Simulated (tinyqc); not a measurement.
Hueckel theory of the pi electrons, for the molecule C=C1C=CC(F)=CC=N1 (SMILES; centres numbered as the heavy atoms are written), step by step. One step of it, computed by the program tinyqc.

Task: Orbitals. Diagonalise; E = alpha + x beta with beta < 0, so the largest x are filled first; degenerate levels share their electrons. P = sum n_i c_ri c_si; each orbital has its largest coefficient positive (the first on a tie).

Hueckel matrix in units of beta (H = alpha + beta A):
```
          1C        2C        3C        4C        5C        6F        7C        8C
1C  0.000000  1.000000  0.000000  0.000000  0.000000  0.000000  0.000000  0.000000
2C  1.000000  0.000000  1.000000  0.000000  0.000000  0.000000  0.000000  0.000000
3C  0.000000  1.000000  0.000000  1.000000  0.000000  0.000000  0.000000  0.000000
4C  0.000000  0.000000  1.000000  0.000000  1.000000  0.000000  0.000000  0.000000
5C  0.000000  0.000000  0.000000  1.000000  0.000000  0.700000  1.000000  0.000000
6F  0.000000  0.000000  0.000000  0.000000  0.700000  3.000000  0.000000  0.000000
7C  0.000000  0.000000  0.000000  0.000000  1.000000  0.000000  0.000000  1.000000
8C  0.000000  0.000000  0.000000  0.000000  0.000000  0.000000  1.000000  0.000000
9N  0.000000  1.000000  0.000000  0.000000  0.000000  0.000000  0.000000  1.000000

          9N
1C  0.000000
2C  1.000000
3C  0.000000
4C  0.000000
5C  0.000000
6F  0.000000
7C  0.000000
8C  1.000000
9N  0.500000
```

pi electrons, sum of z_r less the charge = 10

Give: x values; occupations; coefficients; charge and bond-order matrix P.

Result:

x values: 3.1970  2.1632  1.3841  1.3216  0.2709  -0.3544  -0.7809  -1.7883  -1.9133

occupations: 2.0000  2.0000  2.0000  2.0000  2.0000  0.0000  0.0000  0.0000  0.0000

coefficients:
```
       MO1      MO2      MO3      MO4      MO5      MO6      MO7      MO8
1C  0.0061   0.2352  -0.2996   0.0802   0.7045  -0.1069   0.4850   0.1468
2C  0.0196   0.5088  -0.4147   0.1060   0.1908   0.0379  -0.3788  -0.2626
3C  0.0359   0.3473  -0.1072   0.4813  -0.2708   0.5401  -0.1060  -0.0006
4C  0.0950   0.2426   0.2663   0.5301  -0.2642  -0.2293   0.4615   0.2637
5C  0.2680   0.1774   0.4758   0.2193   0.1992  -0.4588  -0.2544  -0.4709
6F  0.9522  -0.1484  -0.2061  -0.0914  -0.0511   0.0958   0.0471   0.0688
7C  0.0952   0.2451   0.5365  -0.1763   0.3540   0.3248  -0.2958   0.5302
8C  0.0362   0.3528   0.2668  -0.4523  -0.1033   0.3437   0.4854  -0.4773
9N  0.0207   0.5180  -0.1672  -0.4214  -0.3820  -0.4466  -0.0833   0.3233

        MO9
1C  -0.2898
2C   0.5544
3C  -0.5086
4C   0.4187
5C  -0.2924
6F   0.0417
7C   0.1117
8C   0.0787
9N  -0.2624
```

charge and bond-order matrix P:
```
         1C       2C       3C       4C       5C       6F       7C       8C
1C   1.2956   0.7739  -0.0763  -0.3315   0.1175  -0.0213   0.2654  -0.2116
2C   0.7739   0.9576   0.4424   0.0412  -0.0810   0.0184  -0.0941   0.0038
3C  -0.0763   0.4424   0.8768   0.7716   0.1437  -0.0510  -0.2993  -0.1889
4C  -0.3315   0.0412   0.7716   0.9793   0.5177  -0.0708   0.0489  -0.1047
5C   0.1175  -0.0810   0.1437   0.5177   0.8349   0.2010   0.7123   0.1590
6F  -0.0213   0.0184  -0.0510  -0.0708   0.2010   1.9643  -0.1167  -0.0524
7C   0.2654  -0.0941  -0.2993   0.0489   0.7123  -0.1167   1.0267   0.5524
8C  -0.2116   0.0038  -0.1889  -0.1047   0.1590  -0.0524   0.5524   0.8244
9N  -0.2617   0.4314   0.1984  -0.0788  -0.3012   0.0707  -0.0434   0.7379

         9N
1C  -0.2617
2C   0.4314
3C   0.1984
4C  -0.0788
5C  -0.3012
6F   0.0707
7C  -0.0434
8C   0.7379
9N   1.2404
```
